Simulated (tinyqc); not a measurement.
Current gain against temperature: heavy doping: gap narrowing, degeneracy and the minority density.

F_j(eta) = (1/Gamma(j + 1)) integral_0^infinity x^j dx/(1 + exp(x - eta)), which tends to exp(eta) for eta << 0.

Empirical narrowing (Slotboom form, constants chosen for the exercise; published fits of this form give the apparent narrowing, here it is taken as the true one): dEg = E0 [ln(N/N0) + sqrt(ln(N/N0)^2 + C)].

Majority: N = Nc F_1/2(eta), eta the distance of EF beyond the majority band edge in kT. Degeneracy factor gam = F_1/2(eta)/exp(eta). ni0^2 = Nc Nv exp(-Eg/kT); product n p = ni0^2 gam exp(dEg/kT), dEg the true narrowing; apparent narrowing dEa = dEg + kT ln gam; minority density = n p/N.

Bipolar transistor with N as emitter doping: beta = K (N/NB) exp((dEa_B + dG - dEa_E)/kT), dEa_E = dEg(N) + kT ln gam, dEa_B = dEg(NB). For the sweep in T, Nc is scaled as (T/T0)^(3/2) from its value at T0 = T.

Constants: kB = 8.617333262e-05 eV/K.

Values chosen for the exercise (gap and densities of states near those of Si at this temperature; narrowing constants near the fits for Si; not measured data):
- Eg = 1.129 eV (gap)
- Nc = 2.74e+19 1/cm^3 (conduction-band density of states)
- Nv = 1.1e+19 1/cm^3 (valence-band density of states)
- T = 300 K
- E0 = 7.52 meV (narrowing scale)
- N0 = 1.5e+17 1/cm^3 (onset density)
- C = 0.5 (smoothing constant)
- N = 3.6e+19 1/cm^3 (ionised donors, equal to the majority density)
- NB = 1e+17 1/cm^3 (base doping)
- K = 5.2 (ratio (D_B W_E)/(D_E W_B))
- dG = 0 meV (extra narrowing of the base by alloying)

Gain:

| T (K) | beta | beta with dG = 0 | without narrowing |
|---|---|---|---|
| 150 | 13.8 | 13.8 | 1.87e+03 |
| 200 | 42.0 | 42.0 | 1.87e+03 |
| 250 | 84.1 | 84.1 | 1.87e+03 |
| 300 | 135 | 135 | 1.87e+03 |
| 350 | 192 | 192 | 1.87e+03 |
| 400 | 250 | 250 | 1.87e+03 |
| 450 | 308 | 308 | 1.87e+03 |

dEa_B + dG - dEa_E at T0 = -67.9 meV

beta is 13.8 at 150 K and 308 at 450 K, since the net exponent is negative: the emitter has the larger apparent narrowing. At 300 K narrowing and degeneracy change the gain by a factor 0.0723.

Run: tinyqc, `OMP_NUM_THREADS=1 python tinyqc.py 1651316 1651317 out.jsonl`; Intel(R) Xeon(R) Processor @ 2.30GHz, one thread, shared host; about 0.01 s of CPU time with all checks.
